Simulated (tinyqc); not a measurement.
# Trap density from two Hall measurements

Question. p-type body, charge-sheet picture, full ionisation (an idealisation for deep acceptors), Boltzmann statistics for free electrons. e = Ec - EF at the surface. psi = Eg - Vt ln(Nv/Na) - e; N_dep = sqrt(2 eps0 eps_r Na (psi - Vt)/q); n_f = sqrt(N_dep^2 + 2 eps0 eps_r Vt Nc exp(-e/Vt)/q) - N_dep; Vg = Vfb + psi + q (N_dep + n_t + n_f)/Cox, Cox = eps0 eox/tox. Find e and n_t at both points and the mean trap density between them.

Inputs (values chosen for the exercise); band and dielectric values close to those of 4H silicon carbide:
```
symbol,value,unit,meaning
T,400,K,temperature
Eg,3.21,eV,band gap
eps_r,9.67,,relative permittivity
Nc,2.66e19,cm^-3,conduction-band density of states at T
Nv,3.91e19,cm^-3,valence-band density of states at T
eox,3.9,,relative permittivity of the insulator
tox,40,nm,insulator thickness
Na,2.5e16,cm^-3,acceptor density
Vfb,-2.73,V,flat-band voltage without trapped charge
```

Constants: q = 1.602176634e-19 C, kB = 1.380649e-23 J/K, Vt = kB T/q, eps0 = 8.8541878128e-14 F/cm where lengths are in cm. Results are converted to the units shown.

Vg (V): [2.7929834, 3.9644922]
free sheet density from the Hall effect (cm^-2): [2.6608916e9, 1.8191221e10]

Solution. Each n_f fixes e; what the gate voltage holds beyond psi, N_dep and n_f is trapped; the difference quotient is the density, smeared over a few Vt.

e (eV): [0.2650, 0.1980]
n_t (cm^-2): [6.804e11, 1.249e12]
mean trap density = 8.493e12 cm^-2 eV^-1

Program tinyqc, `OMP_NUM_THREADS=1 python tinyqc.py 2222002 2222003 out.jsonl`; Intel Xeon 2.30GHz, shared host, one thread, about 0.02 s.
